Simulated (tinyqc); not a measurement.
Worked calculation: Gupta-type many-body potential for a metal. Computed by tinyqc, a small Python program that keeps every step. Command: `OMP_NUM_THREADS=1 python tinyqc.py 3000422 3000423 out.jsonl gupta walk`. One thread of a shared host (Intel(R) Xeon(R) Processor @ 2.30GHz), about 0.01 s of CPU time with the checks. Intermediate numbers are printed to about 7 digits and carried at full precision; extremes and crossings named in words are read from the listed rows.

E_i = sum_j A exp(-p (r_ij/r0 - 1)) - xi rho_i^gamma, with rho_i = sum_j exp(-2 q (r_ij/r0 - 1)); gamma = 1/2 is the tight-binding second-moment form. The crystal is fcc unless stated; d is the neighbour distance and a fixed number of shells is kept.

Inputs (values chosen for the exercise, for a model metal):
```
quantity                  value      unit
repulsion A               0.212        eV
hopping xi                 1.14        eV
decay p                    10.3         -
decay q                    4.05         -
reference distance r0     2.884  angstrom
shells kept                   1         -
embedding exponent gamma    0.6         -
```

Surface: (100).

Constants: 1 eV/angstrom^3 = 160.2176634 GPa; 1 eV/angstrom^2 = 16.02176634 J/m^2.

## Equilibrium of the fcc crystal

fcc shells: d sqrt(k), k = 1..5, with 12, 6, 24, 12, 24 atoms; Omega = d^3/sqrt2. Equilibrium: dE/dd = 0; B = d^2 E''(d)/(9 Omega).

neighbour distance d = 2.917331 angstrom

lattice constant = 4.125729 angstrom

cohesive energy E_c = 2.528028 eV

bulk modulus B = 131.2992 GPa

## Shell terms at equilibrium

Repulsion and density of one neighbour in each shell, and their sums.

Shells:
```
shell  count  r (angstrom)  repulsion (eV)    density
1         12      2.917331       0.1882080  0.9106352
```

repulsive energy = 2.258496 eV

density rho = 10.92762

The band term is -xi rho^gamma = -4.7865 eV; with the repulsion it gives -E_c.

## Unrelaxed vacancy

Each neighbour j of the vacancy loses one repulsive term and one density term: E_v = sum_shells count x {-repulsion - xi [(rho - density)^gamma - rho^gamma]}. (The removed atom returns to a bulk-like site, so its own energy cancels.)

vacancy energy E_v = 0.6632440 eV

ratio E_v/E_c, E_c = xi rho^gamma less the repulsive energy = 0.2623562

A pair potential gives E_v = E_c; here the ratio is 0.26, as the remaining bonds of the neighbours strengthen when one is lost.

## Elastic constants

Second derivatives of E/Omega at equilibrium under homogeneous strain: e_xx = h gives C11; e_xx = -e_yy = h gives 2 (C11 - C12); e_xy = e_yx = h/2 gives C44.

C11 = 157.8487 GPa

C12 = 118.0245 GPa

C44 = 39.82421 GPa

Cauchy pressure C12 - C44 = 78.20027 GPa

C12/C44 = 2.96; pair forces would give 1. The excess comes from the curvature of the embedding term.

## The (100) surface

Cut the crystal without relaxation; an atom in layer l keeps the neighbours that lie below the surface plane. Excess = E_i + E_c. Surface energy = sum of excesses over the layers, divided by the area per surface atom: (sqrt3/2) d^2 for (111), d^2 for (100), sqrt2 d^2 for (110).

Layers:
```
layer  nearest neighbours  repulsion (eV)       rho  excess (eV)
1                       8        1.505664  7.285082    0.2808051
```

excess per surface atom = 0.2808051 eV

surface energy = 0.5286206 J/m^2

## Three surfaces against bond counting

Bond counting with pair bonds charges E_c/12 for each missing nearest neighbour: 3, 4 and 6 per surface cell.

Surfaces:
```
face   missing bonds  excess (eV)  bond counting (eV)      ratio  surface energy (J/m^2)
(111)              3    0.1942011            0.632007  0.3072768               0.4221436
(100)              4    0.2808051            0.842676  0.3332302               0.5286206
(110)              6    0.4368148            1.264014  0.3455774               0.5814621
```

The order of surface energies is (111) < (100) < (110), with (110)/(111) = 1.377 against 1.225 from counting first-neighbour bonds. The excess is 0.31 to 0.35 of the bond-counting value: atoms with fewer neighbours have stronger bonds. Caution: relaxation, left out here, lowers surface energies.

## Energy against coordination

Nearest neighbours only, z equal bonds relaxed to their best length: r/r0 = 1 + ln[A p z^(1 - gamma)/(2 q gamma xi)]/(p - 2 q gamma), E = z A exp(-p (r/r0 - 1)) - xi [z exp(-2 q (r/r0 - 1))]^gamma.

Relaxed bonds:
```
z   r (angstrom)  E per atom (eV)   E/z (eV)
1       2.390384        -1.383317  -1.383317
2       2.537372        -1.636688  -0.818344
3       2.623355        -1.805901  -0.601967
4       2.684360        -1.936466  -0.484117
6       2.770343        -2.136672  -0.356112
8       2.831348        -2.291152  -0.286394
9       2.856325        -2.357577  -0.261953
12      2.917331        -2.528028  -0.210669
```

Bonds lengthen from 2.390 to 2.917 angstrom between z = 1 and 12, and |E| grows as z^0.243, the exponent gamma (p - 2q)/(p - 2 q gamma) = 0.243; pair bonds would give z^1 at a fixed length.

Checks made by the program: closed form for one shell, E_c = xi rho^gamma (1 - 2 q gamma/p) (relative difference 1e-09); sum of the shell terms (relative difference below 1e-10); (C11 + 2 C12)/3 against B (relative difference 5e-10).
